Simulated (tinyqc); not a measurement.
Weakening the contact bond: metal-induced gap states at the contact of a metal chain and a two-band chain.

The semiconductor alternates sites A at -Eg/2 and C at +Eg/2 with hopping -t; the gap runs from -Eg/2 to Eg/2. In the gap cosh(q a) = 1 + (Eg^2/4 - E^2)/(2 t^2) and the amplitude changes by -exp(-q a) a period. The metal has site energy 0 and hopping -tm; its end site has g_m = (E - i sqrt(4 tm^2 - E^2))/(2 tm^2). Sites 1, 2, ... count into the semiconductor, with energies e1, e2 alternating. The clean half chain has g1 = 1/(E - e1 - t^2 g2), g2 = 1/(E - e2 - t^2 g1), decaying root. With the contact G11 = 1/(1/g1 - tc^2 g_m), and the density on site j is -Im G_jj/pi = |psi_j/psi_1|^2 (-Im G11/pi), per spin, with psi_2/psi_1 = -t g2, psi_3/psi_2 = -t g1.

Constants: e^2/(4 pi eps0) = 14.39964547 eV angstrom.

Values chosen for the exercise (gap and optical dielectric constant near those of GaN; the chain itself is a model; the results hold for these values, not for the real material):
```
symbol  value  unit      meaning
Eg      3.43   eV        gap
t       2.83   eV        hopping in the semiconductor
tm      2.23   eV        hopping in the metal
end     C                site that touches the metal
a       3.19   angstrom  period (two sites); one chain for each area a^2
eps     5.3              dielectric constant
E       1.24   eV        energy from mid-gap
```

At the given E, tc is varied, as by a thin spacer. xi = 1/(2q), N = 2 (summed density)/a^2, S = 1/(1 + 4 pi e^2 N xi/eps) with xi and eps kept.

Against tc:
```
tc (eV)  D1 (1/eV)  summed density (1/eV)       S
0.10       0.00070                0.00137  0.9658
0.25       0.00434                0.00851  0.8203
0.50       0.01672                0.03276  0.5425
0.80       0.03890                0.07621  0.3376
1.20       0.06881                0.13483  0.2236
1.80       0.08559                0.16771  0.1880
2.50       0.07152                0.14013  0.2170
3.50       0.04615                0.09043  0.3004
```

For a weak bond the density goes as tc^2 (ratio 6.19 between 0.25 and 0.1 eV, against 6.25). It is largest at tc = 1.8 eV among these rows and falls beyond, as the first site pairs off with the metal. S is 0.966 at 0.1 eV and has its least value, 0.188, in that row.

Program tinyqc; command `OMP_NUM_THREADS=1 python tinyqc.py 1452020 1452021 out.jsonl`; about 0.01 s on one thread of a shared Intel(R) Xeon(R) Processor @ 2.30GHz.
